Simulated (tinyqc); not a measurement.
## Film and buried-oxide thickness from two coupling ratios

Question. In a depleted film -dVT/dVb is k1 = Cs Cbox/(Cox (Cs + Cbox)) for a front channel and k2 = Cbox (Cox + Cs)/(Cox Cs) for a back channel, with Cox = eps0 eox/tox, Cs = eps0 eps_r/ts, Cbox = 3.9 eps0/tb. Find ts and tb.

Inputs (values chosen for the exercise); band and dielectric values close to those of silicon:

| symbol | value | unit | meaning |
|---|---|---|---|
| eps_r | 11.5 |  | relative permittivity |
| eox | 3.9 |  | relative permittivity of the gate insulator (close to silicon dioxide) |
| tox | 4.7 | nm | insulator thickness |

coupling ratios for a front and a back channel: 0.053791799  0.083222506

Answer. With y = Cox/Cs and z = Cox/Cbox, 1/k1 = y + z and k2 = (1 + y)/z, so y = (k2/k1 - 1)/(1 + k2); the thicknesses follow from y and z.

ts = 7.000 nm
tb = 85.00 nm

Computed by the program tinyqc: `OMP_NUM_THREADS=1 python tinyqc.py 2190168 2190169 out.jsonl`, one thread of a shared Intel Xeon 2.30GHz, about 0.4 s for the whole run.
